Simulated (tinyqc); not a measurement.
Thermal, flicker and telegraph noise of a field-effect transistor: one step, computed by the program tinyqc.

Strong inversion, threshold roll-off and channel-length modulation left out; noise sources are uncorrelated and are given as one-sided spectral densities. The drain voltage is 50 mV.

Question. Operating point. C_ox = 3.9 eps_0/t; I = mu C_ox (W/L) V_ov V_D; g_m = I/V_ov; g_d0 = I/V_D.

Inputs (values chosen for the exercise, modelled on a high-k silicon transistor):
```
quantity                      value        unit
width W                         5.5  micrometre
length L                        430          nm
electrical oxide thickness t    4.6          nm
mobility mu                     400  cm^2/(V s)
overdrive V_ov                 0.67           V
```

Operating region: linear. Flicker model: number fluctuation.

Constants: eps_0 = 8.8541878128e-12 F/m.

Give: C_ox; drain current I; g_m; g_d0.

Answer.

C_ox = 0.7507 microfarad/cm^2

drain current I = 128.7 microampere

g_m = 192.0 microsiemens

g_d0 = 2573 microsiemens
